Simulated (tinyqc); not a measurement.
From results back to parameters: deep level as a short-range spherical well. Three cases, with inputs chosen for the exercise.

Problem. Emission rates at T and T2 were computed from hidden Et and sn.

Thermal emission e = sn v Nc exp(-Et/kB T), v = sqrt(6 c kB T/m)/hbar, Nc = 2 gv (m kB T/(4 pi c))^(3/2), c = hbar^2/2m0, one mass for both, degeneracy ratio 1; 1 angstrom = 1e-8 cm.

Constants: hbar^2/2m0 = 3.80998211 eV angstrom^2; kB = 8.617333262e-05 eV/K; hbar = 6.58211957e-16 eV s.

Find: Et; sn.

Method. v Nc goes as T^2, so ln(e/T^2) against 1/T has slope -Et/kB; the intercept gives sn.

Case 1.

Values chosen (near those of GaN; not measured data):
- m = 0.21 m0 (mass)
- gv = 1 (valleys)
- T = 300 K (temperature)
- T2 = 340 K (second temperature)

e(T), e(T2) (1/s): 91.21136  987.8971

Solution.

Et = 0.469 eV
sn = 1.1 x 1e-16 cm^2

Case 2.

Values chosen (near those of Ge; not measured data):
- m = 0.114 m0 (mass)
- gv = 4 (valleys)
- T = 350 K (temperature)
- T2 = 390 K (second temperature)

e(T), e(T2) (1/s): 2.261713e+07  5.172832e+07

Solution.

Et = 0.180 eV
sn = 0.48 x 1e-16 cm^2

Case 3.

Values chosen (near those of GaN; not measured data):
- m = 0.193 m0 (mass)
- gv = 1 (valleys)
- T = 350 K (temperature)
- T2 = 390 K (second temperature)

e(T), e(T2) (1/s): 2.888627e+07  6.360327e+07

Solution.

Et = 0.168 eV
sn = 1.0 x 1e-16 cm^2

Computed by tinyqc, one run a case: `OMP_NUM_THREADS=1 python tinyqc.py N N+1 out.jsonl` with N = 1251002, 1251042, 1251251; one thread of a shared Intel(R) Xeon(R) Processor @ 2.30GHz, about 0.01 s a run at most.
